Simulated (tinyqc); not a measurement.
## Transistor under a ferroelectric capacitor (negative capacitance), static model: effect of the coercive field

A ferroelectric film of thickness tf lies between the gate and an inner metal at potential v, which drives an ordinary transistor. One domain, P = Q (background permittivity neglected): Vg = v + tf (2 al Q + 4 be Q^3), al = -3 sqrt(3) Ec/(4 Pr), be = 3 sqrt(3) Ec/(8 Pr^3). Gate charge Q(v) = Qi + Cp v with the channel charge Qi = Cox n Vt ln(1 + exp((v - VT)/(n Vt))). Q in uC/cm^2, E in kV/cm; 1 nm times 1 kV/cm is 1e-4 V. Domains, leakage and the switching time are left out.

C = dQ/dv = Cox/(1 + exp(-(v - VT)/(n Vt))) + Cp; dVg/dv = 1 + C tf (2 al + 12 be Q^2); gain = dv/dVg. The largest gain is taken over -0.3 V < v < 2.5 V, tc is the thickness at which dVg/dv first touches zero, the swing is n Vt ln 10 (1 + 2 al tf Cp), v solves Vg(v) = Vg, and the last column compares Qi(v) with Qi(Vg) of the transistor without the film.

Values chosen for this exercise; Pr and Ec close to those of hafnium oxide based films: temperature T = 293 K; remanent polarisation Pr = 10 uC/cm^2; capacitance of the inner oxide Cox = 2.2 uF/cm^2; overlap capacitance per gate area Cp = 0.83 uF/cm^2; threshold of the inner transistor VT = 0.33 V; subthreshold factor of the inner transistor n = 1.25; ferroelectric thickness tf = 7.8 nm; gate voltage Vg = 0.21 V.

Constants: q = 1.602176634e-19 C, kB = 1.380649e-23 J/K, Vt = kB T/q. Results are converted to the units shown.

Result of one run:

| Ec (kV/cm) | tc (nm) | largest gain | swing (mV/decade) | v at Vg (V) | Qi with/without film |
|---|---|---|---|---|---|
| 1000 | 12.99 | 2.504 | 60.45 | 0.2539 | 3.890 |

What becomes of these results when the coercive field Ec is changed from 1000 to 1500 kV/cm, all else the same?

Result of the changed run:

| Ec (kV/cm) | tc (nm) | largest gain | swing (mV/decade) | v at Vg (V) | Qi with/without film |
|---|---|---|---|---|---|
| 1500 | 8.657 | 10.10 | 54.34 | 0.2873 | 10.41 |

The whole series:

| Ec (kV/cm) | tc (nm) | largest gain | swing (mV/decade) | v at Vg (V) | Qi with/without film |
|---|---|---|---|---|---|
| 400 | 32.46 | 1.316 | 67.78 | 0.2254 | 1.616 |
| 600 | 21.64 | 1.563 | 65.34 | 0.2340 | 2.113 |
| 800 | 16.23 | 1.925 | 62.89 | 0.2434 | 2.828 |
| 1000 | 12.99 | 2.504 | 60.45 | 0.2539 | 3.890 |
| 1200 | 10.82 | 3.582 | 58.00 | 0.2657 | 5.544 |
| 1500 | 8.657 | 10.10 | 54.34 | 0.2873 | 10.41 |

As Ec goes from 400 to 1500 kV/cm, the largest gain rises from 1.32 to 10.1, the swing falls from 67.8 to 54.3 mV a decade and tc falls from 32.5 to 8.66 nm. At Ec = 1800 kV/cm tf is within 2 % of tc or beyond it, so those rows are left out. At Ec = 1500 kV/cm the gain relies on a single-domain state close to the fold, which domains would spoil.

Program tinyqc, `OMP_NUM_THREADS=1 python tinyqc.py 2860152 2860153 out.jsonl`; Intel Xeon 2.30GHz, shared host, one thread, about 0.02 s.
